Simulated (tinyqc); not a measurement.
## Voltage drop against the pad pitch

A grid of 25 by 25 nodes with segments Rx (rows) and Ry (columns); every node draws I1 and the central node kh I1; pads with resistance Rp sit at the nodes whose row and column are multiples of the pitch, counting from 0. The drops u = Vdd - V follow from G u = i, with G the conductance matrix and i the load currents, solved directly.

Inputs (values chosen for the exercise):
```
symbol,value,unit,meaning
Vdd,1,V,supply voltage
Rx,0.69,ohm,resistance of a horizontal segment
Ry,1.2,ohm,resistance of a vertical segment
Rp,0.35,ohm,resistance from a pad node to the supply
kh,5,,factor on the load at the hot node
I1,1.6,mA,load current of a node in the large grid
```

Result of one run:
```
pads  worst drop (mV)  mean drop (mV)  largest drop at a pad (mV)  largest pad current (mA)  worst drop over Vdd (%)
169             4.056           2.994                       3.405                     9.728                   0.4056
```

Which pad pitch gave this result: 2, 3, 4 or 6 nodes?

pitch = 2 nodes.

The whole series:
columns A: pitch (nodes); B: pads; C: worst drop (mV); D: mean drop (mV); E: largest drop at a pad (mV); F: largest pad current (mA); G: worst drop over Vdd (%)
```
A     B      C       D      E      F       G
1   625  1.535  0.5636  1.535  4.385  0.1535
2   169  4.056   2.994  3.405  9.728  0.4056
3    81  9.157   7.232  6.265  17.90  0.9157
4    49  16.75   13.29  10.07  28.78   1.675
6    25  37.59   30.56  19.93  56.93   3.759
8    16  69.60   54.36  29.98  85.67   6.960
12    9  133.7   117.8  61.14  174.7   13.37
24    4  475.5   417.3  88.06  251.6   47.55
```

The worst drop goes from 1.53 to 476 mV while the number of pads falls from 625 to 4; between the last two rows it goes as pitch^(1.83). The largest drop at a pad is 100 % of the worst drop in the first row and 18.5 % in the last; the rest falls along the wires. For pitch = 24 the drop exceeds 15 % of the supply, where loads no longer draw a fixed current.

Program tinyqc, `OMP_NUM_THREADS=1 python tinyqc.py 2770217 2770218 out.jsonl`; Intel Xeon 2.30GHz, shared host, one thread, about 0.3 s.
